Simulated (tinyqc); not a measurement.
What an interlayer buys: scattering of inversion-layer electrons by surface optical phonons of the gate insulator (remote phonon scattering). Computed by tinyqc, a small Python program. Command: `OMP_NUM_THREADS=1 python tinyqc.py 3112226 3112227 out.jsonl sophonon walk`. One thread of a shared host (Intel(R) Xeon(R) Processor @ 2.30GHz), about 0.02 s of CPU time with the checks.

One subband with the Fang-Howard envelope; insulator and channel are half-spaces, the gate is far away, and an interlayer only moves the polar surface away by t (its own modes and its permittivity contrast are left out).

Inputs (values chosen for the exercise, modelled on Al2O3 on silicon): static constant of the insulator eps_0s = 12.6; intermediate constant eps_i = 7.34; optical constant eps_inf = 3.15; hbar omega_TO1 = 48.8 meV; hbar omega_TO2 = 70.1 meV; constant of the channel eps_s = 11.7; in-plane mass m = 0.188 m_0; valleys g_v = 2; sheet density n = 6.2e+11 1/cm^2; mean distance of the electrons z0 = 3/b = 2.6 nm; interlayer thickness t = 1.4 nm; temperature T = 200 K; mobility from other processes = 690 cm^2/(V s).

Screening by the channel electrons: static.

Constants: k_B = 8.617333262e-05 eV/K; hbar^2/(2 m_0) = 3.80998212 eV angstrom^2; e^2/(4 pi eps_0) = 14.39964548 eV angstrom; hbar = 6.582119569e-16 eV s; e = 1.602176634e-19 C; m_0 = 9.1093837015e-31 kg.

Method:
- eps(w) = eps_inf + (eps_0s - eps_i) w1^2/(w1^2 - w^2) + (eps_i - eps_inf) w2^2/(w2^2 - w^2). Surface modes solve eps(w) + eps_s = 0, a quadratic in w^2; the strength of a mode is g = 2/(w d eps/dw).
- Occupation N = 1/(exp(hbar w/(k_B T)) - 1).
- Density of states D = g_v m/(pi hbar^2); eta = E_F/(k_B T) = ln(exp(n/(D k_B T)) - 1); screening wave number q_s = e^2 D/(2 eps_0 eps_avg) x 1/(1 + exp(-eta)), eps_avg = (eps_s + eps_inf)/2; b = 3/z0.
- For a mode of strength g, without the occupation factor, Area x |M(q)|^2 = e^2 hbar w g/(2 eps_0 q) x (b/(b + q))^6 exp(-2 q t) / (1 + (q_s/q) H(q))^2, H = (1 + 9 x/8 + 3 x^2/8)/(1 + x)^3, x = q/b.
- Approximate momentum relaxation rate, taking tau v alike in the initial and final states: 1/tau = (m/(2 pi hbar^3)) sum over modes and over absorption (N, E' = E + hbar w) and emission (N + 1, E' = E - hbar w > 0) of [(1 - f(E'))/(1 - f(E))] int_0^(2 pi) Area |M(q)|^2 (1 - cos theta) d theta, q^2 = k^2 + k'^2 - 2 k k' cos theta, f the Fermi function; 48 midpoints in theta from 0 to pi.
- mu = (e/m) int tau E f (1 - f) dE/(k_B T int f dE), by 300 midpoints from 0 to (max(eta, 0) + 14) k_B T; Matthiessen sum with the other processes.

hbar omega_SO (meV): 1 53.6914, 2 81.5029

strengths g: 1 0.0063265, 2 0.0198613

occupations N: 1 0.0464242, 2 0.0089140

b = 1.15385 1/nm

q_s = 0.391776 1/nm

eta = -1.35717

Against the interlayer thickness:
```
t (nm)  remote-phonon mobility (cm^2/(V s))  total (cm^2/(V s))
0.0                              2.1958e+05              687.84
0.3                              3.4817e+05              688.64
0.6                              5.4178e+05              689.12
1.0                              9.4801e+05              689.50
1.5                              1.8200e+06              689.74
2.0                              3.3305e+06              689.86
3.0                              9.9236e+06              689.95
```

What follows from these numbers?

1 nm of interlayer raises the remote-phonon mobility by a factor 4.32, as exp(2 q t) with an effective q of 0.73 per nm; between 2 and 3 nm the effective q is 0.55. The total goes from 688 to 689 over the first nanometre.

Extremes, crossings and ranges named in words are read from the listed rows.
